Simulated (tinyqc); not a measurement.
# Site energy and hopping from one surface Green function

Question. A semi-infinite chain with site energy e0 and hopping -t has g_s = 1/(E - e0 - t^2 g_s). Inside the band |g_s| = 1/t and Re g_s = (E - e0)/(2 t^2). Find t and e0.

g_s at E = -0.54 eV = 0.01989026-0.36983589i 1/eV

Answer. t = 1/|g_s|, and e0 = E - 2 t^2 Re g_s.

t = 2.70 eV
e0 = -0.830 eV

tinyqc, about 0.02 s, one thread, Intel Xeon 2.30GHz (shared host): `OMP_NUM_THREADS=1 python tinyqc.py 2680119 2680120 out.jsonl`
